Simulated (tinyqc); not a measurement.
# CMOS latch-up, two-transistor model: effect of the well resistance shunting the pnp

A parasitic pnp (emitter at Vdd, base shunted by Rw) and npn (emitter at ground, base shunted by Rs) feed each other: the npn collector current flows out of the pnp base node, the pnp collector current into the npn base node. Forward-active transistors with constant gains: Icn = Isn exp(Vn/Vt), Icp = Isp (exp(Vp/Vt) - 1). A current Ii is injected into the npn base node.

Node equations: Vp/Rw + Icp/bp = Icn and Vn/Rs + Icn/bn = Icp + Ii. Loop gain G = gn gp/[(1/Rw + gp/bp)(1/Rs + gn/bn)], gn = Icn/Vt, gp = (Icp + Isp)/Vt; the off state ends where G = 1, and Ii there is the trigger current. On state with both base-emitter voltages at Von: npn base current Ib = (Von/Rs + bp Von/Rw)/(bn bp - 1), holding current Ih = (bn + 1) Ib + Von/Rs, holding voltage Vh = Vsat + Von + R2 (Ib + Von/Rs).

Inputs (values chosen for the exercise); values close to those of bulk CMOS: temperature T = 300 K; current gain of the npn bn = 14.4; current gain of the pnp bp = 4.2; saturation current of the npn at T Isn = 3.4e-16 A; saturation current of the pnp at T Isp = 2.6e-15 A; substrate resistance shunting the npn Rs = 650 ohm; resistance from the pnp collector to the npn base R2 = 360 ohm; base-emitter voltage in the on state Von = 0.74 V; saturation voltage Vsat = 0.06 V; supply voltage Vdd = 1.8 V.

Constants: q = 1.602176634e-19 C, kB = 1.380649e-23 J/K, Vt = kB T/q. Results are converted to the units shown.

Effect of the well resistance shunting the pnp:
```
Rw (ohm)  Vn at trigger (V)  trigger current (mA)  Ih (mA)  Vh (V)
120                  0.7832                 1.526    8.139   1.373
230                  0.7657                 1.340    4.932   1.299
450                  0.7478                 1.231    3.221   1.259
860                  0.7306                 1.164    2.369   1.239
1700                 0.7126                 1.115    1.907   1.228
3200                 0.6961                 1.080    1.685   1.223
6200                 0.6790                 1.048    1.563   1.220
12000                0.6622                 1.019    1.500   1.218
```

As Rw goes from 120 to 12000 ohm, the trigger current falls from 1.53 to 1.02 mA, Ih falls from 8.14 to 1.50 mA and Vh falls from 1.37 to 1.22 V. Vh exceeds the supply Vdd = 1.8 V, which then cannot sustain a latched state, in 0 of the 8 rows. For Rw = 120, 230, 450 Vn at the trigger exceeds the fixed Von of the on-state formulas, so Ih and Vh are too low there.

Program tinyqc, `OMP_NUM_THREADS=1 python tinyqc.py 2670124 2670125 out.jsonl`; Intel Xeon 2.30GHz, shared host, one thread, about 0.07 s.
